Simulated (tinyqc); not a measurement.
# FinFET, parasitic resistance, capacitance and delay: effect of the supply voltage

Nf fins under one contact; each has gated perimeter p = 2 Hf + Wf and cross-section A = Hf Wf; contact width Wc = Nf pf, stack height Hs = Hf. Contact length Lc = CPP - Lg - 2 Lsp, shared by two neighbouring gates. Source and drain sides are equal. The formulas are first-order estimates, not field solutions.

Epitaxy sheet resistance Rsh = re/te, transfer length LT = sqrt(rc/Rsh), contact Rc = [sqrt(rc Rsh)/Wc] coth(Lc/(2 LT)); extension of one fin Rx = rx Lsp/A. With N fins: gate Cg = Cinv p N Lg; per side, plate Cp = ks eps0 [Wc (Hs + Hc) - N A]/Lsp, top fringe Cf = (2/pi) ks eps0 Wc ln(1 + Lg/(2 Lsp)), overlap Co = Cinv p N Lov. One fin: I = p Q vx u/(1 + |u|^1.8)^(1/1.8), Q = Cinv n Vt ln(1 + exp((Vg' - VT + dl Vd')/(n Vt))), u = Vd' mu/(vx Lg), Vg' = Vgs - v, Vd' = Vds - 2 v, with the drop on each side v = Rc (sum of I) + Rx I. Ieff = [I(Vgs = Vdd, Vds = Vdd/2) + I(Vdd/2, Vdd)]/2, total currents. With Cs = Cp + Cf + Co, the load of an inverter of two such devices driving an equal one is CL = 2 (Cg + 2 Cs) + 4 Cs + Cw (own drains counted twice for the Miller effect); delay CL Vdd/(2 Ieff).

Parameters, values chosen for the exercise; values close to those of silicon logic devices:

| symbol | value | unit | meaning |
|---|---|---|---|
| T | 300 | K | temperature |
| Nf | 2 |  | number of fins |
| Hf | 50 | nm | fin height |
| Wf | 8 | nm | fin width |
| pf | 42 | nm | fin pitch |
| CPP | 45 | nm | contacted gate pitch |
| Lg | 18 | nm | gate length |
| Lsp | 8 | nm | spacer length |
| ks | 3.3 |  | relative permittivity of the spacer |
| Hc | 30 | nm | gate height above the channel stack |
| rc | 1.8e-9 | ohm cm^2 | contact resistivity |
| re | 0.00027 | ohm cm | resistivity of the source-drain epitaxy |
| te | 15 | nm | current-carrying depth of the epitaxy |
| rx | 0.00056 | ohm cm | resistivity of the extension |
| Lov | 0.5 | nm | gate overlap |
| Cinv | 2.8 | uF/cm^2 | inversion capacitance |
| vx | 1.4e7 | cm/s | injection velocity |
| mu | 290 | cm^2/(V s) | apparent mobility |
| VT | 0.2 | V | threshold at zero drain voltage |
| dl | 0.064 | V/V | barrier lowering |
| n | 1.12 |  | subthreshold factor |
| Cw | 0.06 | fF | wire load |

Constants: q = 1.602176634e-19 C, kB = 1.380649e-23 J/K, eps0 = 8.8541878128e-12 F/m, Vt = kB T/q. Results are converted to the units shown.

The same in every row: Rc (ohm) = 393.5; Rx/N (ohm) = 56.00; CL (aF) = 484.3.

Results:

| Vdd (V) | Ieff (uA) | delay (ps) |
|---|---|---|
| 0.45 | 81.63 | 1.335 |
| 0.65 | 164.6 | 0.9563 |
| 0.75 | 207.4 | 0.8756 |
| 0.85 | 250.5 | 0.8217 |
| 0.95 | 293.8 | 0.7831 |

Estimate the missing row, Vdd = 0.55 V.

Computed row:

| Vdd (V) | Ieff (uA) | delay (ps) |
|---|---|---|
| 0.55 | 122.4 | 1.088 |

With this row back in the table: As Vdd goes from 0.45 to 0.95 V, Ieff rises from 81.6 to 294 uA, CL stays at 484 aF and the delay falls from 1.33 to 0.783 ps.

Program tinyqc, `OMP_NUM_THREADS=1 python tinyqc.py 2170058 2170059 out.jsonl`; Intel Xeon 2.30GHz, shared host, one thread, about 0.03 s.
